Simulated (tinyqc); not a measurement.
Phonon polaritons: single-oscillator infrared dielectric function of a polar cubic crystal. Computed by tinyqc, a small Python program. Command: `OMP_NUM_THREADS=1 python tinyqc.py 3020497 3020498 out.jsonl infrared walk`. One thread of a shared host (Intel(R) Xeon(R) Processor @ 2.30GHz), about 0.01 s of CPU time with the checks.

One ion pair, charges +Z* and -Z*, in a cell of volume Omega = a^3/4. Frequencies omega are given as wavenumbers (1/cm); eps_s is the static dielectric constant.

Inputs (values chosen for the exercise, modelled on sodium chloride): lattice constant a = 5.64 angstrom; mass M_A = 22.99 u; mass M_B = 35.45 u; omega_TO = 161 1/cm; Born charge Z* = 1.08 e; eps_inf = 2.29.

Structure: rock salt. Free carriers: absent.

Constants: nu for 1 eV/(angstrom^2 u) = 15.6333042 THz; 1 THz = 33.35640952 1/cm; e^2/(4 pi eps_0) = 14.39964548 eV angstrom.

Method. mu = M_A M_B/(M_A + M_B); ionic plasma term W^2 = 4 pi Z*^2 (e^2/(4 pi eps_0))/(Omega mu) in eV/(angstrom^2 u), turned into 1/cm by W = 15.6333042 x 33.35640952 x sqrt(W^2); omega_LO^2 = omega_TO^2 + W^2/eps_inf; eps_s = eps_inf + W^2/omega_TO^2; Szigeti charge 3 Z*/(eps_inf + 2); longitudinal (Callen) charge Z*/eps_inf. Transverse waves without damping obey Q^2 = omega^2 eps(omega), Q = wave vector/(2 pi) in 1/cm: eps_inf omega^4 - (eps_inf omega_LO^2 + Q^2) omega^2 + Q^2 omega_TO^2 = 0.

eps_s = 5.82993

omega_LO = 256.886 1/cm

Branches (1/cm):
```
Q     lower branch  upper branch  Q/sqrt(eps_s)  Q/sqrt(eps_inf)
39           16.10         257.7           16.2             25.8
120          48.27         264.5           49.7             79.3
230          85.57         286.0           95.3            152.0
390         120.90         343.2          161.5            257.7
580         140.40         439.5          240.2            383.3
970         153.27         673.3          401.7            641.0
1900        158.96        1271.7          786.9           1255.6
3900        160.51        2585.0         1615.2           2577.2
```

What does the comparison show, and why?

The lower branch starts as light slowed by sqrt(eps_s) (0.997 of that line) and ends at 0.997 omega_TO; the upper starts at 1.003 omega_LO and ends at 1.003 of the light line with eps_inf. No branch lies between omega_TO and omega_LO.
